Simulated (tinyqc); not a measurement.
Thin-film optics by transfer matrices: sweeps and comparisons. A value that a table varies takes the place of the one given here.

Indices N = n + i k. Snell: N0 sin(theta) = N_j sin(theta_j), with Im(N_j cos theta_j) >= 0. Admittance y_j = N_j cos theta_j for s and N_j/cos theta_j for p. Phase delta_j = 2 pi N_j cos theta_j d_j/lambda. Layer matrix [[cos delta, -i sin delta/y], [-i y sin delta, cos delta]], multiplied from the top down to M. (B, C) = M (1, y_sub); r = (y0 B - C)/(y0 B + C), R = |r|^2, T = 4 Re y0 Re y_sub/|y0 B + C|^2, absorbed in the films 1 - R - T.

Ellipsometry: rho = tan(Psi) exp(i Delta) = -conj(r_p/r_s) with the r of the admittance formula, Delta in 0 to 360 degrees, so that a bare dielectric at small angles gives Delta = 180.

Values chosen for the exercise (indices near those of SiO2 on W; not measured data): lam = 193 nm (vacuum wavelength); n0 = 1 (ambient index); n = (1.552, 1.324) (n of SiO2, substrate); k = (0, 3.053) (k in the same order); d = (2.2) nm (thicknesses, top first); theta = 65 degrees (angle of incidence); pol = p (polarisation).

## Swing curve: thickness of the top film

The first entry of d takes the values listed.

Stack:
```
d_1 (nm)       R       T  absorbed
2.2       0.4414  0.5586    0.0000
15.0      0.5141  0.4859    0.0000
27.7      0.5360  0.4640    0.0000
40.5      0.4962  0.5038    0.0000
53.3      0.4174  0.5826    0.0000
66.0      0.3826  0.6174    0.0000
78.8      0.4414  0.5586    0.0000
91.6      0.5142  0.4858    0.0000
104.3     0.5360  0.4640    0.0000
117.1     0.4961  0.5039    0.0000
129.9     0.4174  0.5826    0.0000
142.6     0.3826  0.6174    0.0000
155.4     0.4414  0.5586    0.0000
```

What does this show, and why?

R swings between 0.3826 and 0.5360 on these points. The period is lambda/(2 Re(N_1 cos theta_1)) = 76.6 nm, six rows. The film does not absorb, so the swing repeats exactly. The swing ratio (max - min)/mean is 0.33.

## Angle of incidence

Both polarisations.

Stack:
```
theta (degrees)     R_s     R_p    Psi   Delta
0                0.6230  0.6230  45.00  180.00
15               0.6338  0.6127  44.52  177.45
30               0.6660  0.5812  43.05  169.45
45               0.7195  0.5276  40.57  154.54
55               0.7668  0.4820  38.41  138.84
60               0.7938  0.4594  37.26  128.33
65               0.8231  0.4414  36.21  115.34
70               0.8545  0.4352  35.52   99.15
75               0.8880  0.4554  35.61   79.14
80               0.9235  0.5278  37.09   55.21
85               0.9608  0.6941  40.36   28.32
```

What does this show, and why?

R_s and R_p agree at normal incidence (0.6230). R_p is lowest at 70 degrees of those listed (0.4352), where R_s = 0.8545: the two are within a factor 2 of each other, so the minimum selects polarisation poorly. R_s rises steadily with the angle.

## Sensitivity of the reflectance

R for both polarisations. Each row changes one parameter from the base and keeps the others.

Results:
```
case                   R_s     R_p     T_s
base                0.8231  0.4414  0.1769
d = (7.2) nm        0.7880  0.4734  0.2120
n = (1.583, 1.324)  0.8224  0.4411  0.1776
k = (0, 3.368)      0.8470  0.4885  0.1530
lam = 198 nm        0.8234  0.4410  0.1766
theta = 70 degrees  0.8545  0.4352  0.1455
```

What can be read from the table?

The largest shifts from the base row, up to three for each result and ties (the steps differ in size, so this ranks the rows, not the parameters). R_s: d -0.0351, theta +0.0314, k +0.0240. R_p: k +0.0472, d +0.0320, theta -0.0061. T_s: d +0.0351, theta -0.0314, k -0.0240.

Computed by tinyqc, a small Python program: `OMP_NUM_THREADS=1 python tinyqc.py 1682078 1682079 out.jsonl` (the numbers bound the seed that draws the inputs); one thread of a shared host (Intel(R) Xeon(R) Processor @ 2.30GHz), about 0.03 s for the whole set of steps.
